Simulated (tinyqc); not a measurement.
What each parameter does: square lattice in a magnetic field (Harper-Hofstadter model).

Landau gauge, lattice period 1: the magnetic cell has q sites j = 0 to q - 1 along x. H_jj = -2 ty cos(ky + 2 pi p j/q), H_(j,j+1) = -tx, and the bond from q - 1 back to 0 is H_(q-1,0) = -tx exp(i q kx). The levels depend on k only through cos(q kx) and cos(q ky), so the band edges lie at (0, 0) and (pi/q, pi/q).

Values chosen for the exercise:
- p = 1 (flux per plaquette p/q, in units of h/e)
- q = 5
- tx = 1.5 meV (hopping along x)
- ty = 1.2 meV (hopping along y)

Bottom and width of band 1, the first gap and the total width of all bands. Each row changes one parameter from the base and keeps the others.

Results:

| case | bottom (meV) | width (meV) | first gap (meV) | total width (meV) |
|---|---|---|---|---|
| base | -4.0213 | 0.0974 | 2.0465 | 2.6142 |
| tx = 1.8 meV | -4.5097 | 0.1348 | 2.1549 | 3.3802 |
| ty = 0.9 meV | -3.6350 | 0.1254 | 1.6521 | 2.9916 |
| p = 4 | -4.0213 | 0.0974 | 2.0465 | 2.6142 |
| q = 6 | -4.1908 | 0.0308 | 1.9612 | 2.5013 |

The largest shifts from the base row, up to three for each result and ties (the steps differ in size, so this ranks the rows, not the parameters). bottom (meV): tx -0.4884, ty +0.3863, q -0.1695; unchanged at the printed digits by p. width (meV): q -0.0666, tx +0.0374, ty +0.0280; unchanged at the printed digits by p. first gap (meV): ty -0.3943, tx +0.1085, q -0.0853; unchanged at the printed digits by p. total width (meV): tx +0.7660, ty +0.3774, q -0.1129; unchanged at the printed digits by p. Flux p/q and 1 - p/q have the same spectrum: reversing the field leaves it alone, and one whole quantum is a gauge change.

Computed by tinyqc, a small Python program: `OMP_NUM_THREADS=1 python tinyqc.py 1250233 1250234 out.jsonl` (the numbers bound the seed that draws the inputs); one thread of a shared host (Intel(R) Xeon(R) Processor @ 2.30GHz), about 0.02 s for the whole set of steps.
